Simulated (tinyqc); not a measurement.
Classical nucleation, growth and JMAK kinetics of crystallisation from a melt or glass. Changing the time t. Computed by tinyqc, a small Python program. Command: `OMP_NUM_THREADS=1 python tinyqc.py 3000860 3000861 out.jsonl nucl sweep`. One thread of a shared host (Intel(R) Xeon(R) Processor @ 2.30GHz), about 0.01 s of CPU time with the checks.

A spherical nucleus cap on a flat wall with a sharp interface of isotropic energy gamma; lambda = Omega^(1/3) is the jump distance.

Inputs (values chosen for the exercise, for a model substance):

| quantity | value | unit |
|---|---|---|
| melting point T_m | 1260 | K |
| heat of melting per volume H | 598 | J/cm^3 |
| interface energy gamma | 0.0661 | J/m^2 |
| atomic volume Omega | 30.7 | angstrom^3 |
| temperature T | 780 | K |
| diffusion prefactor D0 | 1e-07 | m^2/s |
| activation energy Q | 1.23 | eV |
| contact angle theta | 130 | degrees |
| wall area per volume S_v | 13000 | 1/m |

Nucleation: on a flat wall. Driving force: Thompson-Spaepen.

Constants: k_B = 8.617333262e-05 eV/K; k_B = 1.380649e-23 J/K.

Method:
- Driving force per volume: dG = H [(T_m - T)/T_m] [2 T/(T_m + T)].
- Shape factor f = (2 + cos theta)(1 - cos theta)^2/4.
- W(r) = f [4 pi r^2 gamma - (4/3) pi r^3 dG]; r* = 2 gamma/dG; W* = f 16 pi gamma^3/(3 dG^2); n* = f (4/3) pi r*^3/Omega.
- D = D0 exp(-Q/(k_B T)); attachment rate k+ = (A*/lambda^2) D/lambda^2 with A* = 2 pi r*^2 (1 - cos theta); Zeldovich factor Z = sqrt(W*/(3 pi k_B T))/n*; sites per volume N = S_v/lambda^2; I = N Z k+ exp(-W*/(k_B T)); lag time = 1/(4 pi Z^2 k+).
- Growth (Wilson-Frenkel): u = (D/lambda) [1 - exp(-dG Omega/(k_B T))].
- D = D0 exp(-Q/(k_B T)).
- JMAK with steady nucleation and growth, nuclei spread at random: extended fraction X_e = (pi/3) I u^3 t^4, X = 1 - exp(-X_e); t_X = [-3 ln(1 - X)/(pi I u^3)]^(1/4); final grains per volume = Gamma(5/4) (3/pi)^(1/4) (I/u)^(3/4), Gamma(5/4) = 0.9064024771. Grain size = (grains per volume)^(-1/3).

One run for each value:

| time t (s) | fraction X at t | extended fraction |
|---|---|---|
| 0.024 | 2.5652e-03 | 2.5685e-03 |
| 0.032 | 8.0848e-03 | 8.1177e-03 |
| 0.041 | 2.1638e-02 | 2.1876e-02 |
| 0.053 | 5.9257e-02 | 6.1085e-02 |
| 0.069 | 1.6095e-01 | 1.7548e-01 |
| 0.089 | 3.8475e-01 | 4.8573e-01 |
| 0.120 | 7.9917e-01 | 1.6053e+00 |
| 0.150 | 9.8014e-01 | 3.9192e+00 |
| 0.190 | 9.9996e-01 | 1.0089e+01 |

Describe and explain the trends.

Over the rows, fraction X at t rises from 0.00257 to 1.000 (exponent d ln y / d ln x 4.0 between the first rows and 0.085 between the last); extended fraction rises from 0.00257 to 10.1 (exponent d ln y / d ln x about 4.0 throughout). The extended fraction counts overlapping grains and goes as t^4 (one power from nucleation, three from growth); X follows it while small and saturates as grains impinge.

Caution (all rows): homogeneous nucleation, left out here, would be as fast or faster: the wall offers too few sites or too small a cut in the barrier. Caution (all rows): homogeneous nucleation, left out here, would be as fast or faster. Caution (all rows): grains come out smaller than the spacing of the walls, so nuclei are not spread at random as JMAK assumes.
